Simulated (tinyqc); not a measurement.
# Energy and delay of logic against supply voltage: two studies

One expression serves below and above threshold: I(Vg) = Ik [ln(1 + exp((Vg - VT + dd V)/(al nf Vt)))]^al, with I_on = I(V) and I_off = I(0). Gate delay td = kd C V/I_on, clock period LD td. Per gate and cycle the switching energy is act C V^2 and the leakage energy I_off V LD td. No short-circuit current, no variation. Minima are sought above 0.09 V; below a few Vt gates no longer switch and the model has no meaning.

Parameters, values chosen for the exercise; values of the order met in logic technologies:
```
symbol,value,unit,meaning
T,300,K,temperature
VT,0.35,V,threshold voltage at zero drain bias
nf,1.24,,slope factor
dd,0.1,,barrier lowering per volt of supply
Ik,0.56,uA,specific current of a gate
al,1.22,,exponent of the current law
C,1,fF,load capacitance of a gate
kd,1,,delay factor
LD,12,,logic depth
act,0.2,,activity factor
```

Constants: q = 1.602176634e-19 C, kB = 1.380649e-23 J/K, Vt = kB T/q. Results are converted to the units shown.

Each table varies one quantity; the others keep the values above.

## Energy and delay against supply voltage

EDP = energy times td.

Energy and delay against supply voltage:

| V (V) | I_on (uA) | I_off (nA) | td (ps) | switching (aJ) | leakage (aJ) | energy (aJ) | EDP (fJ ps) |
|---|---|---|---|---|---|---|---|
| 0.15 | 0.001736 | 0.01620 | 8.641e4 | 4.500 | 2.520 | 7.020 | 606.6 |
| 0.27 | 0.09294 | 0.02356 | 2905 | 14.58 | 0.2218 | 14.80 | 43.00 |
| 0.38 | 1.226 | 0.03320 | 310.0 | 28.88 | 0.04693 | 28.93 | 8.967 |
| 0.5 | 4.107 | 0.04828 | 121.8 | 50.00 | 0.03527 | 50.04 | 6.092 |
| 0.62 | 7.610 | 0.07019 | 81.47 | 76.88 | 0.04254 | 76.92 | 6.267 |
| 0.73 | 11.12 | 0.09891 | 65.66 | 106.6 | 0.05689 | 106.6 | 7.001 |
| 0.85 | 15.19 | 0.1438 | 55.96 | 144.5 | 0.08207 | 144.6 | 8.091 |
| 0.97 | 19.47 | 0.2090 | 49.82 | 188.2 | 0.1212 | 188.3 | 9.382 |
| 1.08 | 23.55 | 0.2945 | 45.86 | 233.3 | 0.1750 | 233.5 | 10.71 |
| 1.2 | 28.15 | 0.4280 | 42.63 | 288.0 | 0.2627 | 288.3 | 12.29 |

Read the table: what changes, and by how much?

td falls from 86400 to 42.6 ps; the energy rises from 7.02 to 288 aJ and the EDP goes from 607 through a minimum of 6.09 (at V = 0.5 V among the rows listed) to 12.3 fJ ps. The exact minima lie at V = 0.134 V for the energy and 0.535 V for the EDP. Going from 1.2 V to the energy minimum saves a factor of 41.8 in energy and costs a factor of 3140 in delay.

## Optimum supplies against the activity factor

Same model as above.

V_min minimises the energy and V_EDP the product of energy and td.

Optimum supplies against the activity factor:

| act | V_min (V) | energy at V_min (aJ) | leakage share (%) | clock at V_min (MHz) | V_EDP (V) | clock at V_EDP (GHz) |
|---|---|---|---|---|---|---|
| 0.002 | 0.3224 | 0.2951 | 29.57 | 102.5 | 0.5447 | 0.8205 |
| 0.005 | 0.2887 | 0.5708 | 26.99 | 46.81 | 0.5393 | 0.8049 |
| 0.01 | 0.2629 | 0.9474 | 27.07 | 23.62 | 0.5374 | 0.7992 |
| 0.02 | 0.2363 | 1.564 | 28.58 | 11.21 | 0.5364 | 0.7962 |
| 0.05 | 0.1994 | 2.957 | 32.77 | 3.889 | 0.5357 | 0.7943 |
| 0.1 | 0.1692 | 4.631 | 38.21 | 1.644 | 0.5355 | 0.7937 |
| 0.2 | 0.1339 | 6.898 | 48.04 | 0.6225 | 0.5354 | 0.7934 |

As act goes from 0.002 to 0.2, V_min falls from 0.322 to 0.134 V, the energy there rises from 0.295 to 6.90 aJ, the clock there falls from 102 to 0.623 MHz and V_EDP falls from 0.545 to 0.535 V. act and LD enter V_min only through the ratio act/LD.

Numbers from tinyqc (`OMP_NUM_THREADS=1 python tinyqc.py 2082158 2082159 out.jsonl`; about 0.01 s on one thread of a shared Intel Xeon 2.30GHz).
